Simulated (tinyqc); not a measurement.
# From one set of inputs to another, one input at a time

Model: deep-level transient spectroscopy (DLTS) of one majority-carrier trap. Computed by tinyqc, a small Python program. Command: `OMP_NUM_THREADS=1 python tinyqc.py 3012178 3012179 out.jsonl dlts ladder`. One thread of a shared host (Intel(R) Xeon(R) Processor @ 2.30GHz), about 0.1 s of CPU time with the checks.

A filling pulse loads the traps in a one-sided junction; under reverse bias they empty at the rate e, and the capacitance relaxes as C(t) = C_0 - dC exp(-e t). The signal is S = [C(t_2) - C(t_1)]/dC.

The inputs printed are set A. Inputs not listed in the table keep their values of set A, so the rows need not describe a real material.

Inputs (values chosen for the exercise, with mass and screening modelled on GaN):

| quantity | value | unit |
|---|---|---|
| density-of-states mass m | 0.2 | m_0 |
| valleys M | 1 | - |
| trap depth E_t | 0.404 | eV |
| cross-section sigma_0 | 4.1e-15 | cm^2 |
| degeneracy ratio g | 2 | - |
| gate time t_1 | 0.002 | s |
| ratio t_2/t_1 | 4 | - |
| temperature T | 206 | K |
| doping N | 1.7e+15 | cm^-3 |
| trap density N_t | 2.9e+13 | cm^-3 |
| dielectric constant eps | 9.74 | - |
| built-in voltage V_b | 1.2 | V |
| reverse bias V_r | 7.6 | V |
| diode area | 0.009 | cm^2 |
| capture barrier E_b | 0.18 | eV |

Carriers: electrons. Extra term: capture barrier.

Constants: k_B = 8.617333262e-05 eV/K; k_B = 1.380649e-23 J/K; m_0 = 9.1093837015e-31 kg; h = 6.62607015e-34 J s; eps_0 = 8.8541878128e-12 F/m; e = 1.602176634e-19 C.

Method:
- e = g sigma v N_b exp(-E/k_B T), v = sqrt(3 k_B T/m), N_b = 2 M (2 pi m k_B T/h^2)^(3/2), sigma = sigma_0 exp(-E_b/k_B T), E = E_t.
- S(e) = exp(-e t_1) - exp(-e t_2) peaks at the rate window e_0 = ln(t_2/t_1)/(t_2 - t_1).
- T_p solves e(T) = e_0 (bisection between 15 and 1500 K); the half-height points solve S = S_max/2 on either side.
- W = sqrt(2 eps eps_0 (V_b + V_r)/(e N)), C_0 = eps eps_0 area/W. The pulse goes to zero bias, W_0 = W(V_r = 0). Traps within lambda = sqrt(2 eps eps_0 (E_t - E_F)/(e^2 N)) of the depletion edge stay filled, with E_F = k_B T_p ln(N_b/N) from the band, N_b = 2 M (2 pi m k_B T_p/h^2)^(3/2) (dopants taken as fully ionised). dC = C_0 (N_t/2N) f, f = [(W - lambda)^2 - max(W_0 - lambda, 0)^2]/W^2. The simple estimate is 2 N dC/C_0.

Each row keeps all changes above it:

| input moved | from | to | peak temperature T_p (K) | transient amplitude dC (fF) | C_0 (pF) |
|---|---|---|---|---|---|
| set A | - | - | 314.5 | 187.9 | 32.9 |
| ratio t_2/t_1 | 4 | 10 | 306.8 | 187.1 | 32.9 |
| gate time t_1 (s) | 0.002 | 0.01 | 287.5 | 185.3 | 32.9 |
| doping N (cm^-3) | 1.7e+15 | 2.3e+16 | 287.5 | 48.3 | 120.9 |
| reverse bias V_r (V) | 7.6 | 7.8 | 287.5 | 48.1 | 119.6 |
| capture barrier E_b (eV) | 0.18 | 0.033 | 220.1 | 47.1 | 119.6 |
| trap depth E_t (eV) | 0.404 | 0.449 | 240.9 | 46.2 | 119.6 |
| density-of-states mass m (m_0) | 0.2 | 0.384 | 234.8 | 46.6 | 119.6 |

Peak temperature T_p goes from 314 to 235, a factor 0.747 in all. The largest single move comes from capture barrier E_b (a factor 0.766), and trap depth E_t works against it (a factor 1.09). Transient amplitude dC goes from 188 to 46.6, a factor 0.248 in all. The largest single move comes from doping N (a factor 0.261). C_0 goes from 32.9 to 120, a factor 3.64 in all. The largest single move comes from doping N (a factor 3.68). The single moves hold for this order of the switches; the total does not depend on the order.

Extremes, crossings and ranges named in words are read from the listed rows.
